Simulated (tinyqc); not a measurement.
# p-n heterojunction, non-linear Poisson equation by Newton steps, Fermi-Dirac statistics, step by step

Program tinyqc, `OMP_NUM_THREADS=1 python tinyqc.py 2040122 2040123 out.jsonl`; Intel Xeon 2.30GHz, shared host, one thread, about 0.3 s. Printed values are rounded.

One dimension, material 1 (p-type) at x < 0 and material 2 (n-type) at x > 0. Band edges: Ec = -psi in material 1 and -psi + dEc in material 2, Ev = Ec - Eg. Flat quasi-Fermi levels: 0 for holes, +V for electrons. n = Nc F((EFn - Ec)/Vt), p = Nv F((Ev - EFp)/Vt), with F(eta) = F_1/2(eta) = (2/sqrt(pi)) int_0^infinity sqrt(u) du/(1 + exp(u - eta)) (Fermi-Dirac statistics); full ionisation, no interface charge, classical densities; the doping types are chosen for the exercise.

Inputs (values chosen for the exercise); band and dielectric values those of a made-up pair:
- T = 300 K (temperature)
- Eg1 = 3.72 eV (band gap of material 1)
- er1 = 8.78 (relative permittivity of material 1)
- Nc1 = 2e18 cm^-3 (conduction-band density of states of material 1)
- Nv1 = 4.32e19 cm^-3 (valence-band density of states of material 1)
- Eg2 = 4.12 eV (band gap of material 2)
- er2 = 9.88 (relative permittivity of material 2)
- Nc2 = 2.75e18 cm^-3 (conduction-band density of states of material 2)
- Nv2 = 5.2e19 cm^-3 (valence-band density of states of material 2)
- dEc = 0.28 eV (conduction-band offset Ec2 - Ec1)
- N1 = 1.4e18 cm^-3 (acceptor density of material 1)
- N2 = 2.6e17 cm^-3 (donor density of material 2)
- V = 0 V (bias of side 1 against side 2)

Constants: q = 1.602176634e-19 C, kB = 1.380649e-23 J/K, Vt = kB T/q, eps0 = 8.8541878128e-14 F/cm where lengths are in cm. Results are converted to the units shown.

## Offsets and end potentials

dEv = Ev1 - Ev2 = Eg2 - Eg1 - dEc. Neutrality of the majority carriers far from the junction: Nv1 F((-psi_L - Eg1)/Vt) = N1 and Nc2 F((V + psi_R - dEc)/Vt) = N2. Total bending psi_R - psi_L.

dEv = 0.12 eV
psi_L = -3.631640 V
psi_R = 0.2198866 V
psi_R - psi_L = 3.851527 V

The alignment is straddling (type I): dEc and dEv have the same sign.

## Permittivity of the intervals

x, node 0 to 10 (nm): -53.6  -39  -27.1  -17.3  -9.28  -2.7  2.7  14.6  40.7  98.2  225

er1 or er2; the interface lies midway in its interval, which gets the series value 2 er1 er2/(er1 + er2).

eps_r, interval 0 to 9: 8.78  8.78  8.78  8.78  8.78  9.297578  9.88  9.88  9.88  9.88

## Couplings between neighbouring nodes

a_i = eps0 eps_r/h_i for the interval from node i to i + 1, with h_i = x_(i+1) - x_i in cm.

coupling a_i, interval 0 to 9 (F/cm^2): 5.324642e-7  6.532754e-7  7.932629e-7  9.693238e-7  1.181455e-6  1.524491e-6  7.351208e-7  3.351700e-7  1.521380e-7  6.899004e-8

## Starting potential

material, node 0 to 10: 1  1  1  1  1  1  2  2  2  2  2

A straight line in x from psi_L to psi_R.

psi at the start, node 0 to 10 (V): -3.631640  -3.429801  -3.265289  -3.129808  -3.018935  -2.927969  -2.853316  -2.688804  -2.327983  -1.533070  0.219887

## Iteration 1: densities, residual and Jacobian diagonal

n_i = Nc F(a_n), a_n = (V - Ec_i)/Vt; p_i = Nv F(a_p), a_p = (Ec_i - Eg)/Vt; rho_i = p_i - n_i + C_i with C = -N1 or +N2; g_i = (Nc F'(a_n) + Nv F'(a_p))/Vt with F' = F_-1/2(eta) = (1/sqrt(pi)) int_0^infinity u^(-1/2) du/(1 + exp(u - eta)). Box widths w_i = (h_(i-1) + h_i)/2 in cm. Residual F_i = a_i (psi_(i+1) - psi_i) - a_(i-1) (psi_i - psi_(i-1)) + q rho_i w_i; Jacobian: a_(i-1) and a_i beside the diagonal, b_i = -a_(i-1) - a_i - q g_i w_i on it. The two end nodes are fixed.

```
node     n (cm^-3)     p (cm^-3)
0     1.959577e-43        1.4e18
1     4.818423e-40   5.759135e14
2     2.796355e-37   9.923660e11
3     5.279225e-35    5.256468e9
4     3.847301e-33    7.212869e7
5     1.298114e-31    2.137723e6
6     6.337715e-35      1381.814
7     3.678071e-32      2.381015
8     4.237922e-26   2.066471e-6
9     9.574249e-13  9.146977e-20
10          2.6e17  3.257699e-49
```

```
node  residual F (C/cm^2)  diagonal b (F/cm^2)
1            -2.970815e-7         -1.190469e-6
2            -2.433705e-7         -1.446545e-6
3            -1.998555e-7         -1.762587e-6
4            -1.637425e-7         -2.150779e-6
5            -1.280231e-7         -2.705946e-6
6             4.316211e-8         -2.259612e-6
7             7.914753e-8         -1.070291e-6
8             1.741246e-7         -4.873081e-7
9             3.838655e-7         -2.211281e-7
```

## Iteration 1: Newton step

Solve the tridiagonal system a_(i-1) d_(i-1) + b_i d_i + a_i d_(i+1) = -F_i for nodes 1 to 9, with d = 0 on fixed nodes. Half of the step is added while the largest |d| exceeds 1.5 Vt, the full step after that.

Newton step d, before damping, node 1 to 9 (V): -0.989937  -1.349213  -1.338301  -1.123192  -0.808111  -0.479952  0.141871  1.269558  2.609408
psi after iteration 1, node 0 to 10 (V): -3.631640  -3.924770  -3.939895  -3.798959  -3.580531  -3.332025  -3.093292  -2.617869  -1.693204  -0.228365  0.219887

## Iteration 2: densities, residual and Jacobian diagonal

As before.

```
node     n (cm^-3)     p (cm^-3)
0     1.959577e-43        1.4e18
1     2.332393e-48   7.389276e20
2     1.299289e-48   8.201169e20
3     3.029241e-46   1.982292e20
4     1.415017e-42   1.957973e17
5     2.115810e-38   1.311558e13
6     5.895452e-39    1.485474e7
7     5.718479e-31     0.1531446
8     1.954190e-15  4.481419e-17
9       7.928131e9  1.104616e-41
10          2.6e17  3.257699e-49
```

```
node  residual F (C/cm^2)  diagonal b (F/cm^2)
1             1.567148e-4         -0.001119665
2             1.424443e-4         -9.515486e-4
3             2.819807e-5         -4.485425e-4
4            -5.897099e-8         -3.035183e-6
5            -6.401029e-8         -2.705995e-6
6             2.158106e-8         -2.259612e-6
7             3.957376e-8         -1.070291e-6
8             8.706228e-8         -4.873081e-7
9             1.919327e-7         -2.211285e-7
```

## Iteration 2: Newton step

As before.

Newton step d, before damping, node 1 to 9 (V): 0.140053  0.149846  0.063323  0.088667  0.225749  0.373981  0.652025  1.143784  1.654900
psi after iteration 2, node 0 to 10 (V): -3.631640  -3.854743  -3.864972  -3.767297  -3.536197  -3.219150  -2.906302  -2.291856  -1.121312  0.599085  0.219887

## Course of the Newton iteration

Stop when the largest undamped |d| is below 1e-9 V, or after 80 iterations.

Course of the iteration:
```
iteration  largest |F| (C/cm^2)  largest |d| (V)  at node
1                       3.84e-7             2.61        9
2                       1.57e-4             1.65        9
3                       1.33e-4            0.215        9
4                       7.28e-5            0.144        9
5                       3.98e-5           0.0983        9
6                       2.20e-5           0.0690        9
7                       1.23e-5           0.0510        9
8                       6.97e-6           0.0402        9
9                       4.03e-6           0.0336        9
10                      1.27e-6           0.0254        9
11                      4.01e-7           0.0184        9
12                      1.06e-7          9.39e-3        9
13                      1.62e-8          2.02e-3        9
14                     5.82e-10          7.83e-5        9
15                     8.33e-13          1.13e-7        9
16                     1.72e-18          < 1e-12        9
```

Converged in 16 iterations. Once the step is below 0.1 Vt, 3 more iteration(s) reach the threshold: near the solution the error is roughly squared each time.

## Band edges, densities and displacement

converged psi, node 0 to 10 (V): -3.631640  -3.631478  -3.628540  -3.591805  -3.400122  -3.104279  -2.786873  -2.177654  -1.077608  0.201348  0.219887

Ec, Ev, n and p as defined; D = a_k (psi_(k+1) - psi_k) on the interval that holds the interface.

```
node   Ec (eV)    Ev (eV)     n (cm^-3)     p (cm^-3)
0     3.631640  -0.088360  1.959577e-43        1.4e18
1     3.631478  -0.088522  1.971878e-43   1.391365e18
2     3.628540  -0.091460  2.209192e-43   1.243406e18
3     3.591805  -0.128195  9.148764e-43   3.025704e17
4     3.400122  -0.319878  1.518804e-39   1.827098e14
5     3.104279  -0.615721  1.417202e-34    1.958089e9
6     3.066873  -1.053127  8.281940e-34      105.7427
7     2.457654  -1.662346  1.420920e-23   6.163291e-9
8     1.357608  -2.762392   4.290699e-5  2.041053e-27
9     0.078652  -4.041348   1.290747e17  6.673276e-49
10    0.060113  -4.059887        2.6e17  3.257699e-49
```

D = 483.8829 nC/cm^2

## Check against the first integral

Exact first integral: on each side D^2/(2 eps0 er) = G, G = q [Vt (nI_j - nI_b) + Vt (pI_j - pI_b) - C (psi_j - psi_b)], with C = -N1 or +N2, b the neutral end of that side, and nI, pI the densities with F_1/2 replaced by F_3/2(eta) = (4/(3 sqrt(pi))) int_0^infinity u^(3/2) du/(1 + exp(u - eta)). D is continuous, so er1 G1(psi_j) = er2 G2(psi_j) fixes psi_j. Ends from Nv1 F((-psi_L - Eg1)/Vt) = N1 and Nc2 F((V + psi_R - dEc)/Vt) = N2. D is counted positive when psi rises towards material 2.

psi_j = -2.948913 V
D = 478.5733 nC/cm^2
psi_j - psi_L = 0.6827275 V
psi_R - psi_j = 3.168799 V
Ec1 - EFn at the interface = 2.948913 eV
Ec2 - EFn at the interface = 3.228913 eV

Material 2 takes 82.3 % of the bending. The 11-node mesh gave D = 483.9 nC/cm^2, 1.1 % above the exact value in size.
